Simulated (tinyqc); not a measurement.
Ionisation potential and affinity of a slab from the planar-averaged potential, step by step. Values are carried at full precision from step to step, so a last printed digit may differ when a step is redone from the rounded ones.

A model of the planar-averaged electrostatic energy of an electron in a periodic cell of N1 periods of A (L1 = N1 n1 h) and N2 periods of vacuum (L2 = N2 n2 h), on z_j = j h: V(z) = f VA + (1 - f) VB + F t(z), VA = V1[0] + V1[1] cos(2 pi z/(n1 h)) + V1[2] cos(4 pi z/(n1 h)), VB the same with V2, n2 and z - L1. f = [tanh(z/w) - tanh((z - L1)/w) + tanh((z - L1 - L2)/w)]/2 + 1/2; t(z) = z - L1/2 in A and (L1/L2)(L1 + L2/2 - z) beyond, so that the cell is periodic.

Constants: e^2/(4 pi eps0) = 14.39964547 eV angstrom.

Values chosen for the exercise (gap near that of Si; not measured data): h = 0.3 angstrom (grid step); n1 = 7 (grid points per period of A); n2 = 6 (grid points per period of the vacuum filter); N1 = 4 (periods of A); N2 = 4 (periods of vacuum); V1 = (-11.69, 3.57, 0.87) eV (mean and two harmonics of the potential in A); V2 = (0, 0, 0) eV (the same in vacuum); w = 0.46 angstrom (width of the interfaces); F = 0 eV/angstrom (slope in A from opposite charges on the two interfaces); Ev1 = 6.68 eV (valence top of bulk A above its mean potential); Eg1 = (0.59, 1.14) eV (gap of A: semi-local value, corrected value); fv1 = 0.54 (share of the correction that lowers the valence top of A); eps = 2.1 (dielectric constant at the interface).

## The planar average

Evaluate V on the grid, j = 0, 1, ...

V(z_j) (eV): [-3.625, -7.596, -12.358, -14.083, -14.287, -13.249, -9.654, -7.249, -9.657, -13.268, -14.364, -14.364, -13.268, -9.658, -7.250, -9.658, -13.268, -14.364, -14.364, -13.268, -9.657, -7.249, -9.654, -13.249, -14.287, -14.083, -12.358, -7.596, -3.625, -2.061, -0.910, -0.281, -0.077, -0.019, -0.004, -0.001, 0.000, 0.000, 0.000, 0.000, 0.000, 0.000, 0.000, 0.000, 0.000, -0.002, -0.006, -0.019, -0.052, -0.142, -0.662, -2.832]

## Running means

Running mean over n points, periodic: for odd n the plain mean of the n points centred on j; for even n the n + 1 points with half weight at both ends. The macroscopic average applies the mean over n1 points and then over n2 points.

Apply the first mean, then the second.

after the mean over n1 points (eV): [-5.900, -7.920, -9.719, -10.693, -11.211, -11.505, -11.635, -11.675, -11.686, -11.689, -11.690, -11.690, -11.690, -11.690, -11.690, -11.690, -11.690, -11.690, -11.690, -11.689, -11.686, -11.675, -11.635, -11.505, -11.211, -10.693, -9.608, -7.846, -5.845, -3.844, -2.082, -0.997, -0.479, -0.185, -0.055, -0.015, -0.004, -0.001, 0.000, 0.000, 0.000, 0.000, 0.000, -0.001, -0.004, -0.011, -0.032, -0.126, -0.531, -1.048, -2.133, -3.895]

macroscopic average (eV): [-5.906, -7.467, -8.857, -9.969, -10.760, -11.237, -11.484, -11.607, -11.662, -11.682, -11.688, -11.690, -11.690, -11.690, -11.690, -11.690, -11.690, -11.690, -11.688, -11.682, -11.662, -11.607, -11.484, -11.228, -10.736, -9.934, -8.813, -7.414, -5.845, -4.276, -2.877, -1.756, -0.954, -0.462, -0.206, -0.083, -0.028, -0.008, -0.002, 0.000, 0.000, -0.001, -0.002, -0.005, -0.019, -0.073, -0.205, -0.469, -0.971, -1.783, -2.922, -4.337]

Around the middle of vacuum the first mean varies by 0 meV over five points and the second by 2 meV.

## The potential line-up

Read the macroscopic average in the middle of each region, j = 14 and j = 40, and its slope in A by a central difference over two points each way.

plateau in A = -11.690 eV
plateau in vacuum = 0.000 eV
dV = vacuum - A = 11.690 eV
slope in A = 0.000 eV/angstrom

The plateaus are flat, so the line-up is well defined.

## Ionisation potential and affinity

IP = dV - Ev1, EA = IP - gap. The correction opens the gap by c = Eg1[1] - Eg1[0], lowers the valence top by fv1 c and raises the conduction edge by (1 - fv1) c; dV is kept.

IP, EA with the semi-local gap (eV): [5.010, 4.420]

c = 0.55 eV

IP, EA corrected (eV): [5.307, 4.167]

The correction raises IP by 0.30 eV and lowers EA by 0.25 eV.

## The dipole behind the step

A step dV of the mean electron energy from A to vacuum across an interface equals 4 pi (e^2/4 pi eps0) times a dipole per area p (in e angstrom per angstrom^2). For a change of 0.1 eV in dV, give the charge per area moved over 2 angstrom in a medium of dielectric constant eps: sigma = 0.1 eps/(4 pi (e^2/4 pi eps0) 2). 1 angstrom^-2 = 1e16 cm^-2.

|p| = 0.06460 e/angstrom
sigma = 5.80e+12 e/cm^2

With about 7e14 atoms per cm^2 in a plane (as on a silicon (100) face), 0.8 % of an electron per atom shifts the line-up by 0.1 eV.

## Checks

- Line-up in a cell of 14 + 14 periods without slope against V2[0] - V1[0] (eV): both 11.6900.

Run: tinyqc, `OMP_NUM_THREADS=1 python tinyqc.py 1851081 1851082 out.jsonl`; Intel(R) Xeon(R) Processor @ 2.30GHz, one thread, shared host; about 0.01 s of CPU time with all checks.
